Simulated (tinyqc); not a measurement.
# Finnis-Sinclair potential for a bcc metal: fit to cohesion and elasticity, then vacancy, surfaces and structure, step by step

A worked calculation. Computed by tinyqc, a small Python program that keeps every step. Command: `OMP_NUM_THREADS=1 python tinyqc.py 3111274 3111275 out.jsonl fsfit walk`. One thread of a shared host (Intel(R) Xeon(R) Processor @ 2.30GHz), about 0.01 s of CPU time with the checks. Intermediate numbers are printed to about 6 digits and carried at full precision; extremes and crossings named in words are read from the listed rows.

E = (1/2) sum V(r) - A sqrt(rho), rho = sum phi(r), phi = (r - d)^2 for r < d, V = (r - c)^2 (c0 + c1 r + c2 r^2) for r < c. In bcc the 8 first neighbours lie at sqrt(3) a/2 and the 6 second at a; both cut-offs lie below the third shell; Omega = a^3/2; E is per atom and z the number of atoms in a shell. The four constants A, c0, c1, c2 are fitted to E_c, zero pressure, B and C12 - C44 alone, so C44 and C11 - C12 are not matched singly; defects are unrelaxed.

Inputs (values chosen for the exercise, modelled on tungsten):
```
quantity,value,unit
lattice constant a,3.165,angstrom
cohesive energy E_c,8.88,eV
target C11,529,GPa
target C12,205,GPa
target C44,156,GPa
density cut-off d/a,1.405,-
pair cut-off c/a,1.045,-
```

Constants: 1 eV/angstrom^3 = 160.2176634 GPa; 1 eV/angstrom^2 = 16.02176634 J/m^2.

## Density sums and the constant A

rho = sum z phi, rho1 = sum z r phi', rho2 = sum z r^2 phi''. At zero pressure the effective pair part V + 2 F' phi obeys C12 = C44, so C12 - C44 = F'' (rho1/3)^2/Omega with F'' = A/(4 rho^(3/2)); this gives A.

rho = 33.1380 angstrom^2

rho1 = -123.495 angstrom^2

rho2 = 240.4134 angstrom^2

A = 2.18308 eV/angstrom

## Three linear equations for c0, c1, c2

With v_k = (r - c)^2 r^k the rows are (1/2) sum z v_k, (1/2) sum z r v_k' and (1/2) sum z r^2 v_k''. With rho1 = sum z r phi' and rho2 = sum z r^2 phi'' the right-hand sides are: -E_c + A sqrt(rho) (cohesion); A rho1/(2 sqrt(rho)) (zero pressure); 9 B Omega + A [rho2/(2 sqrt(rho)) - rho1^2/(4 rho^(3/2))] with B = (C11 + 2 C12)/3.

matrix:
```
,c0,c1,c2
cohesion,1.344,3.711,10.252
pressure,-15.126,-38.895,-99.907
bulk modulus,120.207,269.757,592.478
```

right-hand side (eV): [3.687, -23.417, 280.673]

## Solution

Solve the three equations.

c0, c1, c2 (eV/angstrom^2, eV/angstrom^3, eV/angstrom^4): [204.357, -155.837, 29.965]

## Elastic constants of the fitted potential

Second differences of E with strains of 1e-4: e_xx gives C11, (e_xx, e_yy) = (1, -1) gives 2 (C11 - C12), an engineering shear gives C44. B and C12 - C44 are fitted; the one combination left tests the choice of d.

C11 = 601.100 GPa

C12 = 168.950 GPa

C44 = 119.950 GPa

error of C44 = -23.1089 %

error of C' = (C11 - C12)/2 = 33.3797 %

C44 comes out low and C' high: with B and C12 - C44 fixed, C44 + 2 C'/3 is fixed too, so the two errors have opposite signs.

## Unrelaxed vacancy

E_v = -A sum_shells z [sqrt(rho - phi(r)) - sqrt(rho)] - (1/2) sum z V(r): the neighbours lose one bond each, and the atom is put back in the bulk.

V at the two shells (eV): [0.749868, 0.229193]

phi at the two shells (angstrom^2): [2.90994, 1.64308]

vacancy energy E_v = 2.72165 eV

E_v/E_c = 0.306492

A pair potential would give E_v = E_c; the square root lowers the ratio to 0.31.

## Unrelaxed surfaces

An atom in layer i below the surface keeps only neighbours no higher than the top layer; gamma = sum_i (E_i + E_c)/(area per surface atom), with layer spacings a/2, a/sqrt2 and areas a^2, a^2/sqrt2 for (100) and (110).

Excess energy by layer (eV):
```
face,layer 1,layer 2,layer 3
(100),1.225093,0.200919,0
(110),0.885993,0.000000,0
```

gamma(100) = 2.28079 J/m^2

gamma(110) = 2.00405 J/m^2

gamma(100)/gamma(110) = 1.14.

## bcc against fcc

E of each lattice against the volume per atom, as a multiple of Omega; all neighbours inside the cut-offs are summed.

Energies (eV/atom):
```
V/Omega,bcc,fcc,fcc less bcc (meV)
0.80,-8.02856,-9.38988,-1361.33
0.84,-8.43239,-9.34344,-911.05
0.88,-8.66399,-9.09482,-430.83
0.92,-8.79154,-8.74346,48.09
0.96,-8.85694,-8.36155,495.40
1.00,-8.88000,-7.99998,880.02
1.05,-8.84006,-7.62734,1212.72
1.10,-8.70746,-7.37733,1330.13
1.20,-8.19485,-7.28483,910.02
```

The lowest fcc row, at V/Omega = 0.8, lies -510 meV from the bcc minimum; it is the edge of the table, so fcc may go lower still.

Checks made by the program: B and C12 - C44 recovered (relative difference 6e-07).
